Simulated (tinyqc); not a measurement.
Band offsets of oxides on a semiconductor by the charge-neutrality-level model: one step of the calculation.

Each material has a charge-neutrality level at the depth Phi = chi + Eg - CNL below vacuum. For oxide B on semiconductor A, dEc = (chiA - PhiA) - (chiB - PhiB) + S (PhiA - PhiB), dEv = EgB - EgA - dEc, with the pinning factor S = 1/(1 + 0.1 (eps_inf - 1)^2) of the oxide. S = 1 is the affinity rule, S = 0 aligns the two levels.

Problem. One oxide. Depths of both levels, S and the two offsets.

Inputs (values chosen for the exercise); substrate values close to those of gallium nitride:
- EgA = 3.46 eV (gap of the semiconductor)
- chiA = 4.1 eV (its electron affinity)
- cA = 2.34 eV (its charge-neutrality level above the valence edge)

oxide values (close to silicon nitride): Eg (eV) 5.24, chi (eV) 2.07, CNL (eV) 2.62, eps_inf 4.12

Give: PhiA; PhiB; S; dEc; dEv.

Solution.

PhiA = 5.220 eV
PhiB = 4.690 eV
S = 0.5067
dEc = 1.769 eV
dEv = 0.01143 eV

The limits are dEc = 2.03 eV (S = 1) and 1.50 eV (S = 0).

Range of the model: The model ignores the chemistry of the actual interface, which can move offsets by several tenths of an eV.

Numbers from tinyqc (`OMP_NUM_THREADS=1 python tinyqc.py 2410021 2410022 out.jsonl`; about 0.01 s on one thread of a shared Intel Xeon 2.30GHz).
